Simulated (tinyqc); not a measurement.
Pariser-Parr-Pople SCF with singles CI, for the molecule c1cnc2occc2c1 (SMILES; centres numbered as the heavy atoms are written), step by step. Computed by tinyqc, a small Python program that keeps every step. Settings: charge = 0, gamma = Ohno, start = core, damping = 0.3, iteration cap = 70, excitations kept = 6. Command: `OMP_NUM_THREADS=1 python tinyqc.py 21850 21851 out.jsonl` (the two numbers bound the seeds that draw the settings). One thread of a shared host (Intel(R) Xeon(R) Processor @ 2.60GHz), about 0.02 s of CPU time with the checks.

Centres (angstrom, eV; a flat drawing with bonds scaled to 1.40 angstrom):
```
centre          x          y  core charge z          W   gamma_rr
1C       2.152000  -0.700000              1  11.160000  11.130000
2C       2.152000   0.700000              1  11.160000  11.130000
3N       0.939000   1.400000              1  14.100000  12.300000
4C      -0.273000   0.700000              1  11.160000  11.130000
5O      -1.605000   1.133000              2  33.000000  21.500000
6C      -2.427000   0.000000              1  11.160000  11.130000
7C      -1.605000  -1.133000              1  11.160000  11.130000
8C      -0.273000  -0.700000              1  11.160000  11.130000
9C       0.939000  -1.400000              1  11.160000  11.130000
```

Resonance integrals (eV):
```
i  j       beta
1  2  -2.390000
2  3  -2.510000
3  4  -2.510000
4  5  -2.240000
5  6  -2.240000
6  7  -2.390000
7  8  -2.390000
8  9  -2.390000
9  1  -2.390000
8  4  -2.390000
```

Stop when output and input P, before any damping, agree to 1e-7.

Course of the cycle:
```
iteration         E (eV)  largest |P(out) - P(in)|
1          -129.33397742                  1.80e+00
2          -142.15729813                  4.54e-01
3          -151.31632572                  1.65e-01
4          -154.75688792                  6.75e-02
5          -155.94650194                  3.60e-02
6          -156.34722616                  2.27e-02
7          -156.48172869                  1.43e-02
8          -156.52732324                  9.11e-03
9          -156.54313350                  5.92e-03
10         -156.54882489                  3.92e-03
11         -156.55098658                  2.68e-03
...                  ...                       ...
37         -156.55262422                  1.68e-06
38         -156.55262422                  1.26e-06
39         -156.55262422                  9.50e-07
40         -156.55262422                  7.15e-07
41         -156.55262422                  5.38e-07
42         -156.55262422                  4.05e-07
43         -156.55262422                  3.05e-07
44         -156.55262422                  2.30e-07
45         -156.55262422                  1.73e-07
46         -156.55262422                  1.30e-07
47         -156.55262422                  9.95e-08
```

Can the last value be used, and what does the course show?

Yes. Converged in 47 iterations.
